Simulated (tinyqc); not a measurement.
# From susceptibility chi back to temperature T

Model: Landau-Devonshire theory of a uniaxial ferroelectric. Computed by tinyqc, a small Python program. Command: `OMP_NUM_THREADS=1 python tinyqc.py 3008474 3008475 out.jsonl ferro inv`. One thread of a shared host (Intel(R) Xeon(R) Processor @ 2.30GHz), about 0.01 s of CPU time with the checks.

G(P) = (alpha/2) P^2 + (beta*/4) P^4 + (gamma/6) P^6 - E P per volume, SI units, one domain, P along the polar axis.

Inputs (values chosen for the exercise, for a model ferroelectric):
```
quantity                        value         unit
alpha_0                      2.45e+06  J m/(C^2 K)
Curie-Weiss temperature T0        560            K
beta                        -2.21e+09    J m^5/C^4
gamma                        1.65e+10    J m^9/C^6
```

Sample: free crystal.

Constants: eps_0 = 8.8541878128e-12 F/m.

Method:
- alpha = alpha_0 (T - T0*), T0* = T0, beta* = beta.
- Ps^2 = [-beta* + sqrt(beta*^2 - 4 alpha gamma)]/(2 gamma).
- chi = 1/(eps_0 G''), G'' = alpha + 3 beta* P^2 + 5 gamma P^4 at Ps. Ps, chi and the coercive field are for perfect screening, without a depolarising field. The intrinsic coercive field is |alpha P + beta* P^3 + gamma P^5| at the P_c where G'' = 0. 1 C/m^2 = 100 microcoulomb/cm^2.

Question. A run gave the result below. Find the temperature T, known to lie between 130 and 480 K.

susceptibility chi = 25.37336

Answer.

Each step takes the trial c = (a f_b - b f_a)/(f_b - f_a), f being the result less the target and a, b, c the logarithms of the listed values; c replaces end b, the old b replaces a if the sign of f changed, and otherwise f_a is halved.

Scan of the range:
```
temperature T (K)  susceptibility chi
130                           19.9351
162                           21.2658
201                           23.1590
250                           26.0989
311                           31.0604
386                           40.7602
480                           68.6397
```

False position (Illinois rule, in the logarithm of the input) inside the bracket:
```
step    end a    end b    trial  susceptibility chi
1     201.000  250.000  236.897             25.2394
2     250.000  236.897  238.893             25.3665
3     250.000  238.893  239.094             25.3794
4     238.893  239.094  239.000             25.3734
5     239.094  239.000  239.000             25.3734
```

Susceptibility chi rises at every point of a 13-point scan of the range (every second point is shown), so one value fits; it is bracketed by 201 and 250. Answer: temperature T = 239.0 K.

Caution: far below T0* the expansion with linear alpha(T) is only a fit.
